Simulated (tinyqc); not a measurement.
What each parameter does: band edges of strained Si(1-x)Ge(x) on relaxed Si(1-y)Ge(y).

Values are linear in the Ge fraction but for ED(x) = linear - CD x (1 - x) and a(x) = linear - Ca x (1 - x). Energies are on the common scale of Ev.

Coherent growth on a (111) face: e_par = (a(y) - a(x))/a(x), e_perp = -(2 C11 + 4 C12 - 4 C44)/(C11 + 2 C12 + 4 C44) e_par; exx = eyy = ezz = (2 e_par + e_perp)/3 and exy = eyz = ezx = (e_perp - e_par)/3.

A valley with unit axis u lies at Ev + gap + (av + a_valley) tr(e) + Xu (u.e.u - tr(e)/3); the Delta axes are x, y, z and the L axes [111], [1-1-1], [-11-1], [-1-11]. The second-order shift of the Delta valleys under shear is left out; it lowers the pair normal to the sheared plane by tens of meV at a shear of 1 %.

Valence edges: Ev plus the levels of the 6 x 6 matrix of X, Y, Z times spin with -Dso/3 + l exx + m (eyy + ezz) on the diagonal (cyclic), n exy off it, l = av + 2 b, m = av - b, n = sqrt(3) d. Spin-orbit term (Dso/3) L.sigma on X, Y, Z with (L_k)_ij = -i epsilon_kij: <X+|H|Y+> = -i Dso/3, <X+|H|Z-> = Dso/3, <Y+|H|Z-> = -i Dso/3, <Z+|H|X-> = -Dso/3, <Z+|H|Y-> = i Dso/3, <X-|H|Y-> = i Dso/3, and their conjugates; + and - are the spin along z.

Parameters, chosen for this exercise (end members near Si and Ge, in this order; the results hold for these values, not for the real material):
```
symbol  value           unit      meaning
a       (5.437, 5.651)  angstrom  lattice constant
Dso     (0.044, 0.294)  eV        spin-orbit splitting
av      (2.44, 1.23)    eV        valence hydrostatic potential
b       (-2.12, -2.55)  eV        tetragonal shear potential
d       (-4.85, -5.34)  eV        trigonal shear potential
C11     (165.4, 128.2)  GPa
C12     (63.8, 48.4)    GPa
C44     (78.5, 67.2)    GPa
Ev      (0, 0.65)       eV        top of the unstrained valence band
ED      (1.163, 0.948)  eV        gap to the Delta valleys
EL      (2.023, 0.739)  eV        gap to the L valleys
aD      (1.89, 1.43)    eV        hydrostatic potential of the Delta gap
aL      (-3.15, -3.02)  eV        hydrostatic potential of the L gap
XuD     (8.83, 9.22)    eV        uniaxial potential, Delta
XuL     (15.63, 15.68)  eV        uniaxial potential, L
CD      0.231           eV        bowing of the Delta gap
Ca      0.028           angstrom  bowing of the lattice constant
face    111                       growth face
x       0                         Ge fraction of the layer
y       0.4                       Ge fraction of the relaxed buffer
```

dEc = Ec(buffer) - Ec(layer), dEv = Ev(layer) - Ev(buffer); buffer edges Ev(y) and Ev(y) + min(ED, EL).

One parameter was then changed.

Results before and after:
```
case     gap (eV)  valence splitting (meV)  dEc (eV)  dEv (eV)
base       1.1003                    164.0    0.0211   -0.0998
changed    1.0952                    169.8    0.0241   -0.0977
```

Which of these changes was made? (a) av = (2.806, 1.414) eV; (b) aL = (-3.622, -3.473) eV; (c) y = 0.43; (d) x = 0.03; (e) CD = 0.281 eV; (f) Dso = (0.051, 0.338) eV; (g) C12 = (73.37, 55.66) GPa; (h) aD = (2.173, 1.644) eV.

Answer: (g) C12 = (73.37, 55.66) GPa. Of the candidates, run in turn, only this one gives the changed row.

All candidates:
```
case                      gap (eV)  valence splitting (meV)  dEc (eV)  dEv (eV)
base                        1.1003                    164.0    0.0211   -0.0998
x = 0.03                    1.0937                    150.1    0.0227   -0.0948
y = 0.43                    1.0945                    177.9    0.0252   -0.1058
CD = 0.281 eV               1.1003                    164.0    0.0091   -0.0998
av = (2.806, 1.414) eV      1.1003                    164.0    0.0128   -0.0916
aD = (2.173, 1.644) eV      1.1067                    164.0    0.0147   -0.0998
C12 = (73.37, 55.66) GPa    1.0952                    169.8    0.0241   -0.0977
aL = (-3.622, -3.473) eV    1.1003                    164.0    0.0211   -0.0998
Dso = (0.051, 0.338) eV     1.1020                    162.4    0.0211   -0.1015
```

The lowest valleys of the layer are Delta6, so among the conduction-band potentials only those of that family reach the gap and dEc; the buffer is unstrained. A shift large enough to swap the lowest family would change that.

(tinyqc, `OMP_NUM_THREADS=1 python tinyqc.py 1081020 1081021 out.jsonl`, Intel(R) Xeon(R) Processor @ 2.30GHz, 1 thread, shared host, about 0.01 s.)
